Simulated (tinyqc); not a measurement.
Energy and delay of logic against supply voltage: course of the iteration.

One expression serves below and above threshold: I(Vg) = Ik [ln(1 + exp((Vg - VT + dd V)/(al nf Vt)))]^al, with I_on = I(V) and I_off = I(0). Gate delay td = kd C V/I_on, clock period LD td. Per gate and cycle the switching energy is act C V^2 and the leakage energy I_off V LD td. No short-circuit current, no variation. Minima are sought above 0.09 V; below a few Vt gates no longer switch and the model has no meaning.

Start: V = 0.21 V.

Minimum-energy supply: E(V) is the energy per gate and cycle; with h = 0.001 V, E' = (E(V + h) - E(V - h))/(2 h), E'' = (E(V - h) - 2 E(V) + E(V + h))/h^2, V(new) = V - E'/E''.

Stop when the step is below 1e-9 V, or after 40 iterations.

Values chosen for this exercise; values of the order met in logic technologies:

| symbol | value | unit | meaning |
|---|---|---|---|
| T | 250 | K | temperature |
| VT | 0.27 | V | threshold voltage at zero drain bias |
| nf | 1.13 |  | slope factor |
| dd | 0.06 |  | barrier lowering per volt of supply |
| Ik | 0.64 | uA | specific current of a gate |
| al | 1.73 |  | exponent of the current law |
| C | 0.58 | fF | load capacitance of a gate |
| kd | 1.1 |  | delay factor |
| LD | 40 |  | logic depth |
| act | 0.01 |  | activity factor |

Constants: q = 1.602176634e-19 C, kB = 1.380649e-23 J/K, Vt = kB T/q. Results are converted to the units shown.

Course of the iteration:

| iteration | V before the step (V) | step (V) |
|---|---|---|
| 1 | 0.21 | 0.0211 |
| 2 | 0.231058 | 8.50e-3 |
| 3 | 0.239554 | 1.09e-3 |
| 4 | 0.240643 | 1.54e-5 |
| 5 | 0.240658 | 2.12e-9 |
| 6 | 0.240658 | -1.28e-13 |

Did this iteration meet its convergence test, and what does its course show?

Yes. Converged in 6 iterations. There leakage makes up 26.5 % of the energy and the clock runs at 34.9 MHz.

Numbers from tinyqc (`OMP_NUM_THREADS=1 python tinyqc.py 2082178 2082179 out.jsonl`; about 0.01 s on one thread of a shared Intel Xeon 2.30GHz).
